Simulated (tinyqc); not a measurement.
Polytypes and stacking faults of a tetrahedral semiconductor in an axial Ising model with couplings up to third neighbours. Changing the binding energy of the fault level E_b. Computed by tinyqc, a small Python program. Command: `OMP_NUM_THREADS=1 python tinyqc.py 3014310 3014311 out.jsonl polytype sweep`. One thread of a shared host (Intel(R) Xeon(R) Processor @ 2.30GHz), about 0.02 s of CPU time with the checks.

Each double layer has s = +1 or -1 for the sense of its stacking step; E per pair of atoms = E0 - sum_n J_n <s_i s_(i+n)>, n = 1, 2, 3. Hexagonality h = (1 - <s_i s_(i+1)>)/2.

Inputs (values chosen for the exercise, of the order of those of silicon for J, a, G and the gaps): J1 = 11.2 meV/pair; J2 = -0.716 meV/pair; J3 = -0.38 meV/pair; basal lattice constant a = 3.84 angstrom; in-plane mass m = 0.32 m0; effective density of states N_c at 300 K = 2.5e+19 1/cm^3; electron density n = 3.5e+16 1/cm^3; temperature T = 450 K.

Host polytype: 3C.

fault coefficients k_n, rows intrinsic, extrinsic, twin boundary, columns J1, J2, J3:
$$\begin{pmatrix}
4 & 4 & 4 \\
4 & 8 & 8 \\
2 & 4 & 6
\end{pmatrix}$$

Constants: 1 eV/angstrom^2 = 16.02176634 J/m^2; m_0 = 9.1093837015e-31 kg; hbar = 1.054571817e-34 J s; k_B = 1.380649e-23 J/K; k_B = 8.617333262e-05 eV/K.

Method:
- Faults in 3C: the sequences intrinsic (-), extrinsic (--), twin boundary (+ turns to -) are put between perfect repeats; k_n = (layers x C_n of the host) - sum_i s_i s_(i+n). gamma = sum k_n J_n/A, A = (sqrt 3/2) a^2; 1 meV/angstrom^2 = 16.02177 mJ/m^2.
- The fault binds electrons in a two-dimensional band E_b below the conduction edge, g2 = m m0/(pi hbar^2) for one valley. With the Fermi level held by the bulk, eta = ln[n/N_c(T)], N_c(T) = N_c (T/300)^1.5, the grand potential falls by g2 (k_B T)^2 F1(x), x = eta + E_b/(k_B T), F1(x) = integral from 0 to infinity of ln(1 + exp(x - t)) dt; sheet density g2 k_B T ln(1 + e^x). Band bending by the trapped charge is left out, so the gain is an upper bound.
- Net fault energy = gamma of the intrinsic fault less the electronic gain.

One run for each value; columns: (1) binding energy of the fault level E_b (eV); (2) electronic gain (mJ/m^2); (3) sheet density (1/cm^2); (4) net fault energy (mJ/m^2):
```
(1)         (2)         (3)     (4)
0.050  0.000890  1.4322e+10  50.706
0.071  0.001530  2.4590e+10  50.706
0.093  0.002695  4.3288e+10  50.705
0.110  0.004173  6.6952e+10  50.703
0.140  0.009012  1.4405e+11  50.698
0.160  0.015024  2.3905e+11  50.692
0.180  0.024972  3.9438e+11  50.682
0.200  0.041306  6.4453e+11  50.666
```

What does the table show, and why?

Over the rows, electronic gain (mJ/m^2) rises from 8.90e-4 to 0.0413 (exponent d ln y / d ln x 1.5 between the first rows and 4.8 between the last); sheet density (1/cm^2) rises from 1.43e10 to 6.45e11 (exponent d ln y / d ln x 1.5 between the first rows and 4.7 between the last); net fault energy (mJ/m^2) falls from 50.706 to 50.666. The gain grows as exp(E_b/(k_B T)) while the well is empty and as (E_b + eta k_B T)^2 once it is degenerate; thicker faults bind more deeply.
